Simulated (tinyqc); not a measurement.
## Nanowire ballistic transistor, top-of-the-barrier model: transfer curve

At the top of the source barrier, states moving towards the drain are filled by the source (Fermi level 0) and states moving back by the drain (Fermi level -q Vd); nothing scatters. U is the shift of the band edge there, set by the capacitances CG, CD and CS (the total) and by the charge. Parabolic one-dimensional subbands; the source is grounded.

N0 = gv sqrt(2 m kB T/pi)/hbar, CG = 2 pi eps0 eox/ln(1 + 2 tox/d), CS = CG/aG, n0 = n at U = 0 and Vd = 0. eta1 = -(E0 + U)/Vt, eta2 = eta1 - Vd/Vt, n = (N0/2)[F_(-1/2)(eta1) + F_(-1/2)(eta2)], F_(-1/2)(x) = (1/sqrt(pi)) int_0^infinity u^(-1/2)/(1 + exp(u - x)) du. Each F is summed over the two subbands, F(eta) + F(eta - dE/Vt), which share the mass. U = UL + q (n - n0)/CS with UL = -(aG Vg + aD Vd), energies in eV. I = gv (2 q^2/h) Vt [ln(1 + exp eta1) - ln(1 + exp eta2)], summed over both subbands. CQ = (q/Vt) dn/d(eta1).

Parameters, values chosen for the exercise; mass and valleys close to those of gallium nitride:
- T = 300 K (temperature)
- m = 0.191 m0 (effective mass)
- gv = 1 (valley degeneracy)
- eox = 22 (relative permittivity of the gate insulator)
- tox = 1.4 nm (insulator thickness)
- d = 3 nm (wire diameter)
- dE = 0.09 eV (offset of a second subband (0: none))
- aG = 0.9 (gate control CG/CS)
- aD = 0.05 (drain control CD/CS)
- E0 = 0.25 eV (band edge at the barrier top above the source Fermi level at zero bias)
- Vd = 0.6 V (drain voltage)

Constants: q = 1.602176634e-19 C, kB = 1.380649e-23 J/K, hbar = 1.054571817e-34 J s, h = 6.62607015e-34 J s, m0 = 9.1093837015e-31 kg, Vt = kB T/q, eps0 = 8.8541878128e-14 F/cm where lengths are in cm. Results are converted to the units shown.

Results:
```
Vg (V),eta1,n (cm^-1),I (uA),mean velocity I/(q n) (cm/s),CQ/CS
0,-8.510,210.8,4.159e-4,1.231e7,6.334e-5
0.1,-5.031,6810,0.01345,1.233e7,0.002037
0.3,1.512,1.404e6,3.690,1.641e7,0.1695
0.4,4.408,3.353e6,11.38,2.118e7,0.2242
0.5,7.321,5.243e6,22.40,2.666e7,0.1616
0.6,10.38,6.657e6,34.60,3.245e7,0.1219
0.7,13.51,7.816e6,47.15,3.766e7,0.1023
0.8,16.69,8.830e6,59.88,4.232e7,0.09052
```

Estimate the missing row, Vg = 0.2 V.

Computed row:
```
Vg (V),eta1,n (cm^-1),I (uA),mean velocity I/(q n) (cm/s),CQ/CS
0.2,-1.603,1.857e5,0.3797,1.277e7,0.04930
```

With this row back in the table: The current rises from 4.16e-4 to 59.9 uA. Between the first two rows the swing is 66.2 mV a decade, against Vt ln 10/aG = 66.1. CQ/CS goes from 6.3e-5 to 0.091, so a volt on the gate moves the band edge by 0.90 eV in the first row and 0.83 eV in the last: the device stays near the quantum-capacitance limit. The mean velocity rises from 1.23e7 to 4.23e7 cm/s.

Program tinyqc, `OMP_NUM_THREADS=1 python tinyqc.py 2400075 2400076 out.jsonl`; Intel Xeon 2.30GHz, shared host, one thread, about 0.05 s.
